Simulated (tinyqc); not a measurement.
Worked calculation: size effects in the resistivity of thin metal films and interconnect lines. Computed by tinyqc, a small Python program that keeps every step. Command: `OMP_NUM_THREADS=1 python tinyqc.py 3025160 3025161 out.jsonl size walk`. One thread of a shared host (Intel(R) Xeon(R) Processor @ 2.30GHz), about 0.01 s of CPU time with the checks. Intermediate numbers are printed to about 5 digits and carried at full precision; extremes and crossings named in words are read from the listed rows.

Electrons lose their drift at surfaces (a share 1 - p of the hits) and at grain boundaries (reflection R), besides bulk scattering.

Inputs (values chosen for the exercise, modelled on nickel): bulk resistivity rho_b = 6.78 microohm cm; bulk mean free path lambda = 5.76 nm; specularity p = 0.71; grain-boundary reflection R = 0.17; film thickness h = 37 nm; grain size over thickness = 1.6.

Geometry: film.

## Grain size

D = (ratio) h.

grain size D = 59.2 nm

## Grain boundaries

Mayadas-Shatzkes: alpha = (lambda/D) R/(1 - R); rho_b/rho = 1 - 3 alpha/2 + 3 alpha^2 - 3 alpha^3 ln(1 + 1/alpha).

alpha = 0.019928

rho/rho_b from grains = 1.0296

The linear estimate 1 + 3 alpha/2 gives 1.030, within 2 %.

## Surfaces

Fuchs-Sondheimer film: rho_b/rho = 1 - (3/(2 kappa))(1 - p) int_0^1 (s - s^3)(1 - exp(-kappa/s))/(1 - p exp(-kappa/s)) ds, f = rho/rho_b, kappa = thickness/lambda, 80 Gauss-Legendre points.

kappa = h/lambda = 6.4236

rho/rho_b from surfaces = 1.0172

The thick-film form 1 + 3 (1 - p)/(8 kappa) gives 1.017, a deviation of 0.0 %.

## Resistivity of the film

Both together (Mayadas-Shatzkes film): rho_b/rho = (rho_b/rho of the grains alone) - (6/(pi kappa))(1 - p) int_0^(pi/2) dphi int_0^1 ds (cos^2 phi/H^2)(s - s^3)(1 - exp(-kappa H/s))/(1 - p exp(-kappa H/s)), H = 1 + alpha/(cos phi sqrt(1 - s^2)), 40 x 80 Gauss-Legendre points. Sheet resistance rho/h; additive estimate rho_b (f_surface + f_grain - 1).

resistivity rho = 7.0969 microohm cm

sheet resistance = 1.9181 ohm

additive estimate = 7.0978 microohm cm

error of the additive estimate = 0.012642 %

Adding the two excesses (Matthiessen's rule) is 0.0 % high.

## Exact and approximate surface terms

Thick-film form 1 + 3 (1 - p)/(8 kappa); thin-film form (4/3)((1 - p)/(1 + p))/(kappa ln(1/kappa)).

Rho/rho_b:
```
kappa      h (nm)   exact  thick-film form  thin-film form
0.01   5.7600e-02  7.3229           11.875          4.9102
0.02   1.1520e-01  4.6241            6.438          2.8901
0.05   2.8800e-01  2.7213            3.175          1.5096
0.1    5.7600e-01  1.9633            2.087          0.9820
0.2    1.1520e+00  1.5261            1.544          0.7025
0.5    2.8800e+00  1.2256            1.218               -
1      5.7600e+00  1.1146            1.109               -
2      1.1520e+01  1.0568            1.054               -
5      2.8800e+01  1.0222            1.022               -
10     5.7600e+01  1.0110            1.011               -
```

The thick-film form is within 5 % down to kappa = 0.2; at kappa = 0.01 it is 1.62 times the exact value and the thin-film form 0.67 times. The resistivity doubles between 0.288 and 0.576 nm. Rows thinner than about 5 nm only illustrate the formulas.

Checks made by the program: grain-boundary formula against its angular integral 3 int_0^1 c^3/(c + alpha) dc (relative difference below 1e-10); combined formula at alpha -> 0 against Fuchs-Sondheimer (relative difference 1e-07).
